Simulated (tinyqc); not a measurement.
Strained alloy layer of GaSb and GaAs on (001) InP, model-solid band line-up: transition against well width.

The layer is x parts of the first compound and 1 - x of the second, grown coherently on the third as substrate and barrier. Rows of the table: lattice constant a, average valence level Ea on an absolute scale, spin-orbit splitting so, gaps at Gamma, X and L, hydrostatic deformation potentials av and ac (Gamma), shear potential b, elastic constants, electron and heavy-hole (along z) masses. All are interpolated linearly in x; gaps get -C x (1 - x), taken wholly in the conduction band; real line-ups can differ from this model by 0.1 eV or more.

In-plane strain e = (a_substrate - a)/a, e_z = -2 (c12/c11) e, volume change 2 e + e_z. With v = 2 e + e_z and d = 2 b (e_z - e): Eav = Ea + av v; E_hh = Eav + so/3 - d/2; E_lh = Eav - so/6 + d/4 + sqrt(so^2 + so d + 9 d^2/4)/2; E_c = Ea + so/3 + EG + ac v (Gamma). Substrate: E_v = Ea + so/3, E_c = E_v + EG. Well depths: dEc = E_c(substrate) - E_c, dEhh = E_hh - E_v(substrate), dElh likewise; strained Gamma gap E_c - max(E_hh, E_lh); positive values confine carriers in the layer. Lowest level of a finite well of width Lw and depth V: kw Lw/2 = arctan(sqrt((mw/mb)(V - E)/E)), kw = sqrt(mw E/C), C = hbar^2/(2 m0), for electrons (dEc) and heavy holes (dEhh), mb from the substrate; transition E_c - E_hh + both levels, without exciton binding; wavelength h c/E.

Parameters, values chosen for the exercise:

| symbol | value | unit | meaning |
|---|---|---|---|
| x | 0.4 |  | fraction of the first compound in the layer |
| CG | 1.43 | eV | bowing of the Gamma gap |
| CX | 1.2 | eV | bowing of the X gap |
| CL | 1.2 | eV | bowing of the L gap |

Constants: q = 1.602176634e-19 C, hbar = 1.054571817e-34 J s, h = 6.62607015e-34 J s, m0 = 9.1093837015e-31 kg, c = 299792458 m/s, hbar^2/(2 m0) = 0.0380998212 eV nm^2. Results are converted to the units shown.

Binary compounds, values chosen for the exercise:
```
              close to GaSb  close to GaAs  close to InP
a (angstrom)          6.096          5.653         5.869
Ea (eV)               -6.25          -6.92         -7.04
so (eV)                0.77          0.339         0.109
EG (eV)               0.725           1.44          1.34
EX (eV)                1.04           1.89          2.19
EL (eV)               0.808           1.71          1.94
av (eV)               0.798           1.16          1.26
ac (eV)               -6.94          -7.27          -5.1
b (eV)                -2.03           -1.7         -1.69
c11 (GPa)              88.6            117           102
c12 (GPa)              39.9           53.1          56.4
me (m0)              0.0389         0.0668        0.0796
mh (m0)               0.249          0.345         0.529
```

Transition against well width:
```
Lw (nm)  electron level (meV)  heavy-hole level (meV)  transition energy (eV)  wavelength (nm)
1.5                    55.354                  158.16                 0.98815           1254.7
2.1                    52.375                  106.91                 0.93392           1327.6
3                      47.337                  66.608                 0.88858           1395.3
4.3                    40.166                  39.182                 0.85398           1451.8
6.1                    31.857                  22.412                 0.82890           1495.8
8.7                    23.317                  12.266                 0.81022           1530.3
12                     16.486                  6.9332                 0.79805           1553.6
18                     9.8506                  3.2923                 0.78778           1573.8
25                     6.1422                  1.7730                 0.78255           1584.4
```

The wavelength rises from 1255 to 1584 nm, towards 1601 nm for E_c - E_hh alone. The electron level goes as Lw^(-0.16) in the thinnest wells, where it reaches 93.7 % of the depth dEc = 59.1 meV, and as Lw^(-1.44) in the widest. One monolayer (a/2) more shifts the transition by about -9.9 meV at Lw = 3 nm. For Lw = 18, 25 the layer exceeds hc = 16.2 nm, the single-layer Matthews-Blakeslee thickness for this strain (a capped well tolerates about twice as much).

Computed by the program tinyqc: `OMP_NUM_THREADS=1 python tinyqc.py 2690067 2690068 out.jsonl`, one thread of a shared Intel Xeon 2.30GHz, about 0.01 s for the whole run.
